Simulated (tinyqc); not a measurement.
Rutherford backscattering from a thin compound film on silicon: kinematics, yields, composition and thickness: one step, computed by the program tinyqc.

Singly charged helium ions (Z1 = 2, M1 = 4.0026 u) enter at the tilt angle a1 to the normal and leave at a2 = |180 - theta - tilt| in the same plane. The film is A B_x.

Problem. Yields. Rutherford cross section in the laboratory frame: sigma = (Z1 Z e^2/(4 pi eps_0 4E))^2 (4/sin^4 theta) (r + cos theta)^2/r, r = sqrt(1 - (M1 sin theta/M)^2), times the screening factor 1 - 0.049 Z1 Z^(4/3)/E (E in keV); 1 angstrom^2 = 1e8 barn. Counts = (charge/e) x solid angle x sigma(E_mean) x areal density of the element/cos a1, E_mean = E0 - half the energy lost on the way in; 1 barn = 1e-24 cm^2. The ratio of areas returns x = (Y_B/Y_A)(sigma_A/sigma_B), with the counting error sqrt(1/Y_A + 1/Y_B).

Inputs (values chosen for the exercise, modelled on a helium beam on HfO2):

| quantity | value | unit |
|---|---|---|
| beam energy E0 | 1.8 | MeV |
| scattering angle theta | 170 | degrees |
| tilt of the sample | 7 | degrees |
| heavy element: Z_A | 72 | - |
| heavy element: mass M_A | 178.5 | u |
| light element: Z_B | 8 | - |
| light element: mass M_B | 16 | u |
| atoms of B per atom of A, x | 2.01 | - |
| collected charge | 24 | microcoulomb |
| detector solid angle | 3.8 | msr |

energy lost on the way in = 4.024397 keV

areal density N d = 61.393 1e15 atoms/cm^2

Constants: e^2/(4 pi eps_0) = 14.39964548 eV angstrom; e = 1.602176634e-19 C.

Give: cross sections; counts; ratio of areas Y_B/Y_A; counting error of x without background.

Solution.

cross sections (barn/sr): A 8.294, B 0.092

counts: A 97021, B 2155

ratio of areas Y_B/Y_A = 0.02221

counting error of x without background = 2.178 %

The cross sections differ by 90.5, near (Z_A/Z_B)^2 = 81.0. The signal of B lies below the silicon edge, on the substrate background, so its real error is larger unless the substrate is channelled.
